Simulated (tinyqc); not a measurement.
Static screening by free carriers: sweeps and comparisons. A value that a table varies takes the place of the one given here.

kF = (3 pi^2 n/Mv)^(1/3), EF = c kF^2/m with c = hbar^2/2m0, n in 1/angstrom^3 (1e-24 per 1/cm^3), e2 = e^2/(4 pi eps0). Thomas-Fermi: qTF^2 = 6 pi e2 n/(eps EF). Debye: qD^2 = 4 pi e2 n/(eps kB T).

F_j(eta) = (1/Gamma(j + 1)) integral_0^infinity x^j dx/(1 + exp(x - eta)), which tends to exp(eta) for eta << 0.

At finite T: qs^2 = qD^2 F_-1/2(eta)/F_1/2(eta), where n = Mv N F_1/2(eta) and N = 2 (m kB T/(4 pi c))^(3/2) with c = hbar^2/2m0, in 1/angstrom^3; times 1e24 for 1/cm^3.

Donor in the screened potential -(e2/eps) exp(-qs r)/r with the trial function exp(-r/a): E(a) = c/(m a^2) - (e2/eps) 4/(a (2 + qs a)^2), e2 = e^2/(4 pi eps0), c = hbar^2/2m0; isotropic mass.

Constants: hbar^2/2m0 = 3.80998211 eV angstrom^2; e^2/(4 pi eps0) = 14.39964547 eV angstrom; kB = 8.617333262e-05 eV/K; a0 (Bohr radius) = 0.5291772105 angstrom.

Parameters, chosen for this exercise (near those of SiC; the results hold for these values, not for the real material): m = 0.3875 m0 (mass of one isotropic valley); Mv = 3 (valleys); eps = 9.69 (background dielectric constant); T = 300 K; n = 1e+18 1/cm^3 (carrier density).

## Screening unbinds the donor

All carriers n are taken as free and screen with qs(T); E(a) is minimised over a; a dash marks no bound state. aB = a0 eps/m.

Donor level:
```
n (1/cm^3)  n^(1/3) aB  qs aB  E (meV)   a/aB
3.0e+15          0.019  0.019   -53.99  1.000
3.0e+16          0.041  0.062   -49.54  1.003
1.0e+17          0.061  0.112   -44.52  1.008
4.0e+17          0.098  0.224   -34.71  1.031
1.0e+18          0.132  0.352   -25.26  1.073
3.0e+18          0.191  0.599   -11.66  1.212
8.0e+18          0.265  0.936    -1.05  1.727
2.0e+19          0.359  1.355        -      -
```

aB = 13.2 angstrom

The level rises from -53.99 meV at the lowest density to -1.05 meV at 8e+18 1/cm^3, against -56.15 meV unscreened. The trial function finds no bound state from 2e+19 1/cm^3 on, where qs aB = 1.35 and n^(1/3) aB = 0.36. This trial function loses binding at qs aB = 1 and the exact Yukawa problem at 1.19; the Mott rule of thumb is n^(1/3) aB = 0.26, which the last bound row of this table passes: the rule belongs to low temperature, and thermal carriers screen more weakly.

## From Debye to Thomas-Fermi

Screening lengths (angstrom):
```
n (1/cm^3)    eta  Debye  Thomas-Fermi  finite T
5.0e+16     -5.89  166.4         20.94     166.5
4.0e+17     -3.81  58.83         14.81     59.06
2.0e+18     -2.17  26.31         11.32     26.82
7.0e+18     -0.82  14.06         9.188     14.98
3.0e+19      1.07  6.793         7.210     8.482
9.0e+19      3.25  3.922         6.003     6.268
4.0e+20      9.41  1.860         4.682     4.704
1.0e+21     17.45  1.177         4.019     4.024
```

Debye is within 5 % of the finite-T length up to 2e+18 1/cm^3 of the densities listed and Thomas-Fermi from 9e+19 on. The length goes as n^-0.50 at the low end and n^-0.17 at the high end, against the limits -1/2 and -1/6. Both limits give too short a length.

## What sets the screening length

All results formed anew. Each row changes one parameter from the base and keeps the others.

Results:
```
case              Debye (angstrom)  Thomas-Fermi (angstrom)  finite T (angstrom)
base                         37.21                    12.71                37.57
n = 2e+18 1/cm^3             26.31                    11.32                26.82
m = 0.5038 m0                37.21                    11.15                37.45
eps = 11.628                 40.76                    13.92                41.15
T = 360 K                    40.76                    12.71                41.06
Mv = 4                       37.21                    11.55                37.48
```

The largest shifts from the base row, up to three for each result and ties (the steps differ in size, so this ranks the rows, not the parameters). Debye (angstrom): n -10.9, eps +3.55, T +3.55; unchanged at the printed digits by m and Mv. Thomas-Fermi (angstrom): m -1.56, n -1.39, eps +1.21; unchanged at the printed digits by T. finite T (angstrom): n -10.8, eps +3.59, T +3.49.

Computed by tinyqc, a small Python program: `OMP_NUM_THREADS=1 python tinyqc.py 1651516 1651517 out.jsonl` (the numbers bound the seed that draws the inputs); one thread of a shared host (Intel(R) Xeon(R) Processor @ 2.30GHz), about 0.01 s for the whole set of steps.
